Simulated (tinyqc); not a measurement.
Worked calculation: Hueckel theory of the pi electrons with the omega technique, for the molecule [CH2]c1ccccc1Cl (SMILES; centres numbered as the heavy atoms are written). One step of it, computed by the program tinyqc.

Task: Orbitals, round 1. Diagonalise; E = alpha + x beta with beta < 0, so the largest x are filled first; degenerate levels share their electrons. P = sum n_i c_ri c_si; each orbital has its largest coefficient positive (the first on a tie).

Hueckel matrix in units of beta (H = alpha + beta A), lower triangle:
```
           1C        2C        3C        4C        5C        6C        7C       8Cl
1C   0.000000
2C   1.000000  0.000000
3C   0.000000  1.000000  0.000000
4C   0.000000  0.000000  1.000000  0.000000
5C   0.000000  0.000000  0.000000  1.000000  0.000000
6C   0.000000  0.000000  0.000000  0.000000  1.000000  0.000000
7C   0.000000  1.000000  0.000000  0.000000  0.000000  1.000000  0.000000
8Cl  0.000000  0.000000  0.000000  0.000000  0.000000  0.000000  0.400000  2.000000
```

pi electrons, sum of z_r less the charge = 9

Give: x values; occupations; coefficients; charge and bond-order matrix P.

Result:

x values: 2.246  1.927  1.257  0.962  -0.011  -1.013  -1.260  -2.108

occupations: 2.000  2.000  2.000  2.000  1.000  0.000  0.000  0.000

coefficients:
```
       MO1     MO2     MO3     MO4     MO5     MO6     MO7     MO8
1C   0.164  -0.171  -0.402   0.036   0.754   0.014  -0.395  -0.237
2C   0.369  -0.331  -0.506   0.035  -0.009  -0.014   0.498   0.500
3C   0.259  -0.335  -0.139  -0.483  -0.377   0.502  -0.110  -0.403
4C   0.212  -0.315   0.331  -0.499   0.013  -0.495  -0.360   0.350
5C   0.218  -0.272   0.555   0.002   0.377   0.000   0.563  -0.334
6C   0.278  -0.209   0.366   0.501  -0.017   0.496  -0.350   0.354
7C   0.406  -0.131  -0.095   0.480  -0.377  -0.502  -0.123  -0.413
8Cl  0.660   0.718   0.051  -0.185   0.075   0.067   0.015   0.040
```

charge and bond-order matrix P, lower triangle:
```
         1C      2C      3C      4C      5C      6C     7C    8Cl
1C    1.007
2C    0.637   1.004
3C   -0.007   0.522   1.004
4C   -0.115  -0.005   0.705   1.006
5C    0.003  -0.224  -0.003   0.634   1.001
6C   -0.109   0.007  -0.295  -0.008   0.637   1.013
7C    0.005   0.518   0.003  -0.292   0.004   0.698  0.983
8Cl  -0.027  -0.053  -0.003   0.048  -0.018  -0.083  0.132  1.982
```
